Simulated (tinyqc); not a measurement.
Compensation sets the slope of the freeze-out: donors with valley-orbit split 1s states.

Each donor binds at most one electron, in any of its states. For a site s, W_s = sum over its states of g exp(E/kT), and the ionised share is 1/(1 + W_s exp(eta)), eta = (EF - Ec)/kT; n = Nc F_1/2(eta); neutrality n + NA = ND x (mean ionised share); holes are neglected. Nc from N = 2 (m kB T/(4 pi c))^(3/2) with c = hbar^2/2m0, in 1/angstrom^3; times 1e24 for 1/cm^3, m = md. F_j(eta) = (1/Gamma(j + 1)) integral_0^infinity x^j dx/(1 + exp(x - eta)), which tends to exp(eta) for eta << 0.

Constants: hbar^2/2m0 = 3.80998211 eV angstrom^2; kB = 8.617333262e-05 eV/K.

Inputs chosen for the exercise (near those of As in Si; shifted at random, so the results belong to these values and not to a real crystal):
- md = 1.077 m0 (density-of-states mass of the conduction band)
- E = (53.3, 32.2, 30.2) meV (binding energies of 1s(A1), 1s(T2), 1s(E))
- g = (2, 6, 4) (their degeneracies with spin)
- ND = 4e+15 1/cm^3 (donors)

NA = K ND. The slope energy is -d ln(n T^(-p))/d(1/kT) between 30 and 36 K, with p = 3/4 for K = 0 and p = 3/2 otherwise.

Results:
```
K,n(30 K) (1/cm^3),n(36 K) (1/cm^3),slope energy (meV)
0,1.40e+12,8.94e+12,26.61
0.0010,4.43e+11,7.16e+12,38.93
0.010,4.87e+10,1.89e+12,52.54
0.050,9.36e+09,3.80e+11,53.22
0.20,1.97e+09,8.02e+10,53.25
0.50,4.92e+08,2.00e+10,53.25
```

What can be read from this table?

Without acceptors the slope is 26.61 meV, against half the ground-state energy, 26.65; with K = 0.05 it is 53.22 meV, against the full 53.3. The full energy (less a few meV where excited levels lie within a few kT) shows where n is far below NA, since the acceptors then hold EF near the donor level: n(36 K)/NA is 1.8 for K = 0.001 and 0.0019 for K = 0.05; for K = 0.001 the sample is still in or near the uncompensated regime, where p = 3/2 is the wrong power, so that slope means little.

Computed by tinyqc, a small Python program: `OMP_NUM_THREADS=1 python tinyqc.py 1682576 1682577 out.jsonl` (the numbers bound the seed that draws the inputs); one thread of a shared host (Intel(R) Xeon(R) Processor @ 2.30GHz), about 0.01 s for the whole set of steps.
